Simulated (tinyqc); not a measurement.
Worked calculation: coherent transport through a tight-binding region between two chains. One step of it, computed by the program tinyqc.

Problem. Transmission at E = 0.33 eV. Surface Green function g = (E - i sqrt(4 t^2 - E^2)) / (2 t^2); self-energy tc^2 g on each contact site; G = (E - H - Sigma)^(-1); Gamma = -2 Im Sigma; T = Gamma_L Gamma_R |G_LR|^2; local density of states -Im G_ii / pi.

H of the central region (eV), lower triangle:
```
           1          2          3          4          5          6
1  -0.900000
2  -1.340000   0.960000
3   0.000000  -0.830000   0.120000
4   0.000000   0.000000  -0.680000   0.130000
5   0.000000   0.000000   0.000000  -0.730000   0.070000
6   0.000000   0.000000   0.000000   0.000000  -0.730000  -0.370000
```

Leads: semi-infinite chains with site energy 0:

| parameter | value |
|---|---|
| lead hopping t (eV) | 2.650000 |
| coupling to the left lead (eV) | 0.560000 |
| coupling to the right lead (eV) | 0.610000 |
| left contact site | 1 |
| right contact site | 6 |

E = 0.330000 eV

Give: g; G; local density of states; transmission.

Solution.

g = 0.0235-0.3766i 1/eV

G (1/eV), lower triangle:
```
                 1                2                3                4
1   0.9537-0.5184i
2  -0.1696+0.3890i   0.1890-0.3399i
3  -1.6684+1.1322i   1.6221-0.8860i   3.9248-2.5004i
4   0.7222-0.8244i  -0.7316+0.6886i  -1.7214+1.8536i   1.4246-1.4129i
5   1.3563-0.8288i  -1.3105+0.6367i  -3.1844+1.8213i   2.5830-1.3396i
6  -1.2053+1.1196i   1.1984-0.9153i   2.8555-2.5023i  -2.3446+1.8900i

                 5               6
5   2.2586-1.3296i
6  -2.0176+1.8131i  3.0632-2.5358i
```

local density of states (1/eV): 0.1650  0.1082  0.7959  0.4497  0.4232  0.8072

transmission = 0.1792
